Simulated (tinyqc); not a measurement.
# Resistance of a tapered via with liner, size effect and interface: several studies

A round via whose diameter grows from db at the bottom as D(z) = db + 2 z/tan(ang). The fill, of diameter D - 2 tl, starts above the bottom liner (thickness fb tl) and has rho = rho0 (1 + ks lam/(D - 2 tl)); the sidewall liner conducts in parallel with it. The bottom liner and the interface are crossed over the full area pi db^2/4. Spreading in the lines above and below is left out.

Values chosen for this exercise; fill metal close to copper:
- db = 9.3 nm (diameter at the bottom)
- hv = 17 nm (height)
- ang = 85 degrees (sidewall angle)
- rho0 = 1.66 uohm cm (bulk resistivity of the fill)
- lam = 40 nm (mean free path of the fill)
- ks = 1.3 (size-effect factor)
- tl = 1.9 nm (liner on the sidewall)
- fb = 1 (liner at the bottom over that on the sidewall)
- rl = 580 uohm cm (resistivity of the liner)
- ri = 1.4e-12 ohm cm^2 (interface resistivity at the bottom)
- Sb = 1.1e15 S/m^2 (ballistic conductance per area, about 3/(4 rho0 lam))
- rho2 = 7.73 uohm cm (bulk resistivity of the second fill (close to ruthenium))
- lam2 = 6.68 nm (its mean free path)
- tl2 = 0.3 nm (its liner)

Each table varies one quantity; the others keep the values above.

## Via resistance against the diameter at the bottom

Slices between z0 = fb tl and hv, evaluated at their midpoints: conductance per length pi/4 [(D - 2 tl)^2/rho + (D^2 - (D - 2 tl)^2)/rl], slice resistance = slice height over that. 2000 slices. R_fill = sum of the slices; R_bottom = rl fb tl/(pi db^2/4); R_interface = ri/(pi db^2/4); ballistic (Sharvin) limit 1/(Sb pi (db - 2 tl)^2/4); ideal cylinder rho0 hv/(pi db^2/4).

Via resistance against the diameter at the bottom:
columns A: db (nm); B: R_fill (ohm); C: R_bottom (ohm); D: R_interface (ohm); E: R (ohm); F: ballistic limit (ohm); G: R over ideal cylinder; H: largest part
```
A          B      C        D      E       F      G             H
6      335.7  389.8    4.951  730.4   239.2  73.18  bottom liner
8.3    82.91  203.7    2.588  289.2   57.16  55.44  bottom liner
11     28.55  116.0    1.473  146.0   22.33  49.16  bottom liner
16     7.966  54.81   0.6963  63.47   7.777  45.22  bottom liner
22     2.940  28.99   0.3683  32.30   3.494  43.51  bottom liner
30     1.181  15.59   0.1981  16.97   1.686  42.50  bottom liner
42    0.4633  7.954   0.1011  8.518  0.7932  41.82  bottom liner
58    0.1976  4.171  0.05299  4.422  0.3940  41.40  bottom liner
80   0.08782  2.192  0.02785  2.308  0.1993  41.11  bottom liner
```

What does the table show?

R falls from 730 to 2.31 ohm. The bottom liner is the largest part at db = 6 and in all other rows. R goes as db^(-2.86) between the first two rows and db^(-2.02) between the last two; area alone gives -2. In every row the ballistic limit exceeds half of R_fill, so the diffusive model understates R.

## Via resistance against the interface resistivity at the bottom

Same model as above.

2000 slices.

The same in every row: R_fill (ohm) = 53.17; R_bottom (ohm) = 162.2; ballistic limit (ohm) = 38.26.

Via resistance against the interface resistivity at the bottom:
```
ri (ohm cm^2)  R_interface (ohm)  R (ohm)  R over ideal cylinder  largest part
2e-13                     0.2944    215.7                  51.92  bottom liner
5e-13                     0.7361    216.1                  52.03  bottom liner
1e-12                      1.472    216.9                  52.20  bottom liner
2e-12                      2.944    218.3                  52.56  bottom liner
6e-12                      8.833    224.2                  53.97  bottom liner
1e-11                      14.72    230.1                  55.39  bottom liner
3e-11                      44.16    259.6                  62.48  bottom liner
```

Read the table: what changes, and by how much?

R rises from 216 to 260 ohm. The bottom liner is the largest part at ri = 2e-13 and in all other rows. The share of the two bottom terms goes from 75.3 to 79.5 %. In every row the ballistic limit exceeds half of R_fill, so the diffusive model understates R.

## Two fill metals against the diameter

2000 slices. R_fill = sum of the slices; R_bottom = rl fb tl/(pi db^2/4); R_interface = ri/(pi db^2/4). The second fill has rho2, lam2 and tl2 in place of rho0, lam and tl.

Results:
```
db (nm)  R, first fill (ohm)  R, second fill (ohm)  ratio second/first
6                      730.4                 149.3              0.2044
12                     119.6                 33.37              0.2789
17                     55.72                 15.94              0.2862
24                     26.93                 7.739              0.2873
35                     12.36                 3.539              0.2862
49                     6.225                 1.772              0.2847
70                     3.022                0.8555              0.2830
100                    1.472                0.4147              0.2817
```

Estimate the missing row, db = 8.5 nm.

Computed row:
```
db (nm)  R, first fill (ohm)  R, second fill (ohm)  ratio second/first
8.5                    272.1                 69.97              0.2572
```

With this row back in the table: The ratio goes from 0.204 to 0.282. The second fill gives the lower R in every row.

Numbers from tinyqc (`OMP_NUM_THREADS=1 python tinyqc.py 2750084 2750085 out.jsonl`; about 0.01 s on one thread of a shared Intel Xeon 2.30GHz).
